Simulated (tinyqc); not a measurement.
Tight binding, kagome lattice, step by step. One step of it, computed by the program tinyqc.

Question. Bloch Hamiltonian at K. H_AB = -t1 - t2 exp(-i k.a1), H_AC = -t1 - t2 exp(-i k.a2), H_BC = -t1 - t2 exp(i k.(a1 - a2)), H_CC = delta.

Parameters chosen for this model:
```
parameter,value,unit
t1,1.940000,"eV, up triangles"
t2,1.940000,"eV, down triangles"
delta,0,eV on site C
```

k point K (fractions of the reciprocal vectors): 0.333333  0.666667

Give: H(k) at K.

Answer.

H(k) at K (eV), lower triangle (Hermitian):
```
,A,B,C
A,0.0000
B,-0.9700-1.6801i,0.0000
C,-0.9700+1.6801i,-0.9700-1.6801i,0.0000
```
